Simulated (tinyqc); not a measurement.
## Threshold-voltage variability of a planar MOSFET, analytic estimates: a gate of 6 grains

Three independent sources add in quadrature: random dopants in the depleted layer, metal-gate grains of two orientations, and roughness of the two gate edges acting through the roll-off VT = VT(long) - Vr exp(-L/l). These are first-order estimates: no three-dimensional electrostatics, no percolation.

Each of 6 equal grains has the higher work function with probability p; the threshold shift is dW (j/6 - p) for j such grains, and the off current changes by exp(-shift/(n Vt)).

Inputs (values chosen for the exercise); material values close to those of silicon: temperature T = 350 K; work-function difference of the two grain orientations dW = 0.3 eV; share of the orientation of higher work function p = 0.5; subthreshold factor n = 1.2.

Constants: q = 1.602176634e-19 C, kB = 1.380649e-23 J/K, Vt = kB T/q. Results are converted to the units shown.

Distribution:
```
j,probability,shift (mV),Ioff factor,probability x factor
0,0.01562,-150.0,63.08,0.9857
1,0.09375,-100.0,15.85,1.486
2,0.2344,-50.0,3.981,0.9330
3,0.3125,0.0,1.000,0.3125
4,0.2344,50.0,0.2512,0.05888
5,0.09375,100.0,0.06310,0.005916
6,0.01562,150.0,0.01585,2.477e-4
```

What does the comparison show?

The standard deviation is dW sqrt(p (1 - p)/6) = 61.2 mV. The mean off current is 3.78 times the nominal one; the log-normal formula exp(s^2/(2 (n Vt)^2)) gives 4.18. Devices with j = 1, 9.4 % of all, carry 39 % of the mean leakage.

tinyqc, about 0.01 s, one thread, Intel Xeon 2.30GHz (shared host): `OMP_NUM_THREADS=1 python tinyqc.py 2090070 2090071 out.jsonl`
